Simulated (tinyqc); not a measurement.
Worked calculation: ellipsoidal valleys in the axes of a wafer and a channel. Values are carried at full precision from step to step, so a last printed digit may differ when a step is redone from the rounded ones.

Valleys with axes a along x, y and z, two valleys each; inverse mass tensor w = 1/mt + (1/ml - 1/mt) a a. Device axes: z = nz/|nz|, x = nx/|nx|, y = z cross x; in them a = (ax, ay, az). Confinement mass mz = 1/w_zz. In the plane w_ij is replaced by u_ij = w_ij - w_iz w_jz/w_zz (i, j = x, y); density-of-states mass md = 1/sqrt(det u); conductivity mass along x mc = 1/u_xx; ballistic transport mass mx = u_yy/det u, width mass my = 1/u_yy.

Constants: hbar^2/2m0 = 3.80998211 eV angstrom^2; kB = 8.617333262e-05 eV/K.

Parameters, chosen for this exercise (near those of the Delta valleys of Si; not measured data): ml = 0.937 m0 (longitudinal mass); mt = 0.188 m0 (transverse mass); nz = (1, 0, 0) (surface normal (confinement)); nx = (0, 1, 1) (channel direction); t = 2.6 nm (thickness of the film); T = 300 K (temperature).

## Device axes and valley axes

Give the rows x, y, z in cubic components and each valley axis in device components.

device axes:
```
    [100]    [010]   [001]
x  0.0000   0.7071  0.7071
y  0.0000  -0.7071  0.7071
z  1.0000   0.0000  0.0000
```

valley axes:
```
       ax       ay      az
x  0.0000   0.0000  1.0000
y  0.7071  -0.7071  0.0000
z  0.7071   0.7071  0.0000
```

## Tensors of the valley z

Form w and the reduced tensor u.

w (1/m0):
```
         x        y       z
x   3.1932  -2.1260  0.0000
y  -2.1260   3.1932  0.0000
z   0.0000   0.0000  5.3191
```

u (1/m0):
```
         x        y
x   3.1932  -2.1260
y  -2.1260   3.1932
```

w_xz = w_yz = 0: the normal is a principal axis and u is the upper block of w.

## Masses of all valleys

Give mz, md, mc, mx and my.

Masses (m0):
```
valley      mz      md      mc      mx      my
x       0.9370  0.1880  0.1880  0.1880  0.1880
y       0.1880  0.4197  0.3132  0.5625  0.3132
z       0.1880  0.4197  0.3132  0.5625  0.3132
```

mz md^2 = ml mt^2 = 0.03312 for every valley, so a heavy confinement mass comes with a small density of states. The heaviest mz is 0.937, for x.

## Subbands and shares in a film

Hard walls: E_n = c (n pi/t)^2/mz, c = hbar^2/2m0, n = 1, 2, 3. Non-degenerate share of a valley proportional to md sum_n exp(-E_n/kT); mean 1/mc = sum of share/mc. 1 nm = 10 angstrom.

Give the ladders, the shares and the mean conductivity mass.

Subbands:
```
valley  E1 (meV)  E2 (meV)  E3 (meV)  share
x           59.4     237.5     534.3  1.000
y          295.9    1183.5    2662.9  0.000
z          295.9    1183.5    2662.9  0.000
```

mean mc = 0.1880 m0

The lowest ladder (x) holds 100 % of the electrons in these valleys, the next starts 237 meV higher. Energies of several hundred meV lie beyond the parabolic range, and real barriers are finite, so these are upper bounds.

## Checks

- mz md^2 against ml mt^2: they agree to 1e-10 or better.
- mx my against md^2: they agree to 1e-10 or better.

tinyqc: `OMP_NUM_THREADS=1 python tinyqc.py 1880372 1880373 out.jsonl`; about 0.01 s, one thread, shared Intel(R) Xeon(R) Processor @ 2.30GHz.
